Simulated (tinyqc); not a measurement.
Inside a calculation. Model: MOS inversion layer, Poisson-Schroedinger loop.

tinyqc, about 1 s, one thread, Intel Xeon 2.30GHz (shared host): `OMP_NUM_THREADS=1 python tinyqc.py 2160157 2160158 out.jsonl` Printed values are rounded.

Electrons confined at an insulator interface at z = 0, treated as a hard wall; parabolic valleys, Hartree approximation, no image or exchange terms. The depletion charge lies far deeper than the electrons and gives a uniform field q Nd/(eps0 eps_r); the gate balances all charge. Energies are counted from the band edge at the interface.

Inputs (values chosen for the exercise); masses and permittivity close to those of silicon (100):
```
symbol   value   unit                                     meaning
T           77      K                                 temperature
eps_r     11.8                              relative permittivity
mz1      0.917     m0  mass along z of valley set A (2 valley(s))
md1       0.19     m0    in-plane density-of-states mass of set A
mz2      0.187     m0  mass along z of valley set B (4 valley(s))
md2      0.416     m0    in-plane density-of-states mass of set B
Ns      6.4e12  cm^-2                  sheet density of electrons
Nd        1e12  cm^-2           sheet density of depletion charge
dE        0.09     eV               extra shift of set B (strain)
hz        0.83     nm                                   mesh step
a          0.5                                      mixing factor
```

Constants: q = 1.602176634e-19 C, kB = 1.380649e-23 J/K, hbar = 1.054571817e-34 J s, m0 = 9.1093837015e-31 kg, Vt = kB T/q, eps0 = 8.8541878128e-14 F/cm where lengths are in cm, hbar^2/(2 m0) = 0.0380998212 eV nm^2. Results are converted to the units shown.

## Fixed part of the potential

z, node 1 to 16 (nm): 0.83  1.66  2.49  3.32  4.15  4.98  5.81  6.64  7.47  8.3  9.13  9.96  10.79  11.62  12.45  13.28

V0 = q Nd z/(eps0 eps_r) in eV.

fixed potential V0, node 1 to 16 (eV): 0.012728  0.025456  0.038184  0.050912  0.063640  0.076368  0.089096  0.101823  0.114551  0.127279  0.140007  0.152735  0.165463  0.178191  0.190919  0.203647

## Round 1: levels and probability densities

self-consistent potential U at the start, node 1 to 16 (eV): 0  0  0  0  0  0  0  0  0  0  0  0  0  0  0  0

Tridiagonal Hamiltonian with psi = 0 one step beyond both ends: H_ii = C (1/m_(i-1/2) + 1/m_(i+1/2))/hz^2 + V0_i + U_i (+ dE for the set B), H_(i,i+1) = -C/(m_(i+1/2) hz^2), C = hbar^2/(2 m0). The lowest 2 level(s) of each valley set are kept, normalised to hz sum |psi|^2 = 1. The mass is the same on all intervals.

levels (eV): A1 0.049293, A2 0.085165, B1 0.174514, B2 0.237460

```
node	|psi|^2 of A1 (1/nm)	|psi|^2 of A2 (1/nm)	|psi|^2 of B1 (1/nm)	|psi|^2 of B2 (1/nm)
1	0.218663	0.191125	0.049364	0.048355
2	0.424744	0.121996	0.152435	0.115341
3	0.334366	0.007126	0.231087	0.101913
4	0.158603	0.204620	0.245713	0.032726
5	0.052414	0.317393	0.206438	0.000272
6	0.013017	0.224040	0.145119	0.043768
7	0.002546	0.098745	0.088234	0.123648
8	0.000405	0.030844	0.047411	0.180346
9	0.000054	0.007313	0.022856	0.186777
10	0.000006	0.001375	0.009996	0.153344
11	0.000001	0.000211	0.003998	0.105161
12	0.000000	0.000027	0.001471	0.061905
13	0.000000	0.000003	0.000498	0.031601
14	0.000000	0.000000	0.000153	0.013817
15	0.000000	0.000000	0.000041	0.004836
16	0.000000	0.000000	0.000007	0.001008
```

## Round 1: Fermi level and occupations

Level k holds N_k = D_k Vt ln(1 + exp((EF - E_k)/Vt)) with D = 2 md1 m0 q/(pi hbar^2) for the set A, D = 4 md2 m0 q/(pi hbar^2) for the set B per eV (spin included); EF is fixed by sum N_k = Ns.

EF = 0.0850427 eV
N_k (cm^-2): A1 5.67959e12, A2 7.20406e11, B1 6.42469e6, B2 487.447

## Round 1: density, output potential and mixing

n_i = sum_k N_k |psi_k|^2 (converted to cm^-3). Hartree part by Gauss: on the interval before node i the electrons still beyond are S_i = Ns - hz sum_(j<i) n_j, and U_i = U_(i-1) + q S_i hz/(eps0 eps_r) in eV, U_0 = 0 at the interface. Mixing: U(new) = U + a (U(out) - U).

```
node	n (1e19 cm^-3)	U(out) (eV)	U after round 1 (eV)
1	1.37961	0.081459	0.040729
2	2.50026	0.148343	0.074172
3	1.90420	0.188814	0.094407
4	1.04821	0.209169	0.104585
5	0.52634	0.218451	0.109225
6	0.23533	0.222172	0.111086
7	0.08560	0.223406	0.111703
8	0.02452	0.223737	0.111869
9	0.00557	0.223809	0.111904
10	0.00102	0.223821	0.111911
11	0.00016	0.223823	0.111912
12	0.00002	0.223824	0.111912
13	0.00000	0.223824	0.111912
14	0.00000	0.223824	0.111912
15	0.00000	0.223824	0.111912
16	0.00000	0.223824	0.111912
```

## Course of the self-consistent loop

Start from U = 0. Stop when the largest |U(out) - U| is below 1e-7 eV, or after 60 rounds. From round 2 on: Anderson mixing of depth m keeps the last m inputs V and residuals F = V(out) - V(in), fits c by least squares to F = dF c over their successive differences dF, dV, and sets V(new) = V + a F - (dV + a dF) c. Here m = 4.

Course of the iteration:
```
round	level A1 (eV)	EF (eV)	largest |U(out) - U| (eV)
1	0.0492934	0.0850427	0.224
2	0.119458	0.159387	0.0510
3	0.145745	0.185370	0.0198
4	0.162992	0.202344	1.81e-3
5	0.163567	0.202993	4.61e-4
6	0.163533	0.202948	1.25e-4
7	0.163526	0.202937	1.53e-6
8	0.163526	0.202937	8.44e-7
9	0.163526	0.202937	1.11e-7
10	0.163526	0.202937	4.24e-8
```

Converged in 10 rounds.

## Converged levels, occupations and centroid

converged U, node 1 to 16 (eV): 0.081459  0.123585  0.137491  0.141469  0.142611  0.142932  0.143013  0.143030  0.143033  0.143033  0.143033  0.143033  0.143033  0.143033  0.143033  0.143033

Solve for the levels with V0 + U, find EF, n_i = sum_k N_k |psi_k|^2 (in cm^-3); share of each level N_k/Ns; centroid sum n z/sum n.

levels (eV): A1 0.163526, A2 0.215821, B1 0.309867, B2 0.375229
EF = 0.202937 eV
shares (%): A1 97.7938, A2 2.2062, B1 0.0000, B2 0.0000
n, node 1 to 16 (in units of 1e19 cm^-3): 3.72320  2.67125  0.93987  0.26847  0.07764  0.02276  0.00602  0.00134  0.00024  0.00004  0.00000  0.00000  0.00000  0.00000  0.00000  0.00000
centroid = 1.45739 nm

An 800-node mesh to 23 nm with 8 levels a set gives A1 = 0.1647 eV, EF = 0.2045 eV and a centroid of 1.486 nm; the levels kept above hold 100 % of the electrons there. The coarse centroid is 2.0 % below the fine one.

## Closed-form estimates

Triangular well: E_k = a_k (C F^2/mz)^(1/3), a_1 = 2.338107, a_2 = 4.087949, C = hbar^2/(2 m0), F in eV/nm. Fang-Howard (all electrons in the lowest level of set A): b^3 = 6 (mz1/C) q (Nd + 11 Ns/32)/(eps0 eps_r), centroid 3/b, level C b^2/(4 mz1) + (3/b) q (Nd + 11 Ns/16)/(eps0 eps_r). Use F = q (Nd + Ns)/(eps0 eps_r), the surface field, and F = q (Nd + Ns/2)/(eps0 eps_r).

A1 with the surface field = 0.189812 eV
A1 with Nd + Ns/2 = 0.130117 eV
A2 with Nd + Ns/2 = 0.227497 eV
b = 1.92077 1/nm
Fang-Howard centroid = 1.56187 nm
Fang-Howard level = 0.167658 eV

Against the self-consistent A1 = 0.1647 eV on a fine mesh, the surface-field estimate is 15 % above it, the half-charge one 21 % below it and Fang-Howard 1.8 % above it. A1 holds 98.8 % of the electrons, and the Fang-Howard centroid is 5.1 % above the full one.
